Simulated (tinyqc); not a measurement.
# Gap voltage and exponent from three temperatures

Question. At constant current VBE(T) = Vg0 - a T - eta (kB T/q) ln T, where a is a constant. Find Vg0, eta and dVBE/dT at the middle temperature.

Constants: q = 1.602176634e-19 C, kB = 1.380649e-23 J/K. Results are converted to the units shown.

T (K): [233, 253, 273]
VBE at a constant current (V): [0.7513210308, 0.7075925761, 0.6633049442]

Answer. The relation is linear in Vg0, a and eta, so three points give a linear system; the slope is (VBE - Vg0 - eta kB T/q)/T. eta rests on the curvature of VBE(T) alone, so real fits need accuracy of some tens of microvolts or better.

Vg0 = 1.175 V
eta = 4.100
dVBE/dT = -2.201 mV/K

Numbers from tinyqc (`OMP_NUM_THREADS=1 python tinyqc.py 2062156 2062157 out.jsonl`; about 0.02 s on one thread of a shared Intel Xeon 2.30GHz).
